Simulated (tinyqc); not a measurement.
Vacuum evaporation: vapour pressure, source flux, thickness distribution, purity and step coverage: one step, computed by the program tinyqc. Command: `OMP_NUM_THREADS=1 python tinyqc.py 3110060 3110061 out.jsonl evap walk`. One thread of a shared host (Intel(R) Xeon(R) Processor @ 2.30GHz), about 0.01 s of CPU time with the checks.

Molecular flow, unit sticking of the metal, no re-evaporation. The background gas is taken as water vapour (18.015 g/mol, collision diameter 0.37 nm) at 300 K.

Question. Rate and uniformity on a fixed wafer above the source. A small source emits (n + 1) Phi area cos^n(phi)/(2 pi) per solid angle; on a parallel plane at height h and lateral distance l the arrival rate is (n + 1) Phi area/(2 pi h^2) x (1 + (l/h)^2)^(-(n + 3)/2). Growth rate = arrival rate x m/rho, m = M u. The wafer is fixed and centred above the source.

Inputs (values chosen for the exercise, modelled on titanium, with constants for the liquid):
```
quantity                    value    unit
molar mass M                47.87   g/mol
film density rho             4.51  g/cm^3
source temperature T         2090       K
source area                   3.4    cm^2
directionality n                1       -
source-to-wafer distance h     62      cm
wafer radius R                  5      cm
```

flux Phi = 2.577018e+18 1/(cm^2 s)

Constants: u = 1.6605390666e-27 kg.

Give: arrival rate at the centre; growth rate at the centre; edge over centre; non-uniformity (max - min)/(max + min); share of the material that lands on the wafer, 1 - (1 + (R/h)^2)^(-(n + 1)/2).

Answer.

arrival rate at the centre = 7.255e+14 1/(cm^2 s)

growth rate at the centre = 0.1279 nm/s

edge over centre = 0.9871

non-uniformity (max - min)/(max + min) = 0.6482 %

share of the material that lands on the wafer, 1 - (1 + (R/h)^2)^(-(n + 1)/2) = 0.6462 %
